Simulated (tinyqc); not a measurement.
# Voltage drop against the pad pitch

A grid of 13 by 13 nodes with segments Rx (rows) and Ry (columns); every node draws I1 and the central node kh I1; pads with resistance Rp sit at the nodes whose row and column are multiples of the pitch, counting from 0. The drops u = Vdd - V follow from G u = i, with G the conductance matrix and i the load currents, solved directly.

Parameters, values chosen for the exercise:
```
symbol,value,unit,meaning
Vdd,0.7,V,supply voltage
Rx,0.98,ohm,resistance of a horizontal segment
Ry,0.15,ohm,resistance of a vertical segment
Rp,0.063,ohm,resistance from a pad node to the supply
kh,5,,factor on the load at the hot node
I1,1,mA,load current of a node in the large grid
```

Voltage drop against the pad pitch:
columns A: pitch (nodes); B: pads; C: worst drop (mV); D: mean drop (mV); E: largest drop at a pad (mV); F: largest pad current (mA); G: worst drop over Vdd (%)
```
A     B        C         D        E       F         G
1   169  0.20504  0.064491  0.20504  3.2546  0.029291
2    49  0.84258   0.51552  0.41811  6.6367   0.12037
3    25   1.8172    1.2914  0.72945  11.578   0.25961
4    16   4.1777    2.4516  0.95668  15.185   0.59682
6     9   7.3758    5.5326   2.1146  33.566    1.0537
12    4   29.789    22.016   2.7247  43.250    4.2555
```

The worst drop goes from 0.205 to 29.8 mV while the number of pads falls from 169 to 4; between the last two rows it goes as pitch^(2.01). The largest drop at a pad is 100 % of the worst drop in the first row and 9.15 % in the last; the rest falls along the wires.

Program tinyqc, `OMP_NUM_THREADS=1 python tinyqc.py 2770122 2770123 out.jsonl`; Intel Xeon 2.30GHz, shared host, one thread, about 0.07 s.
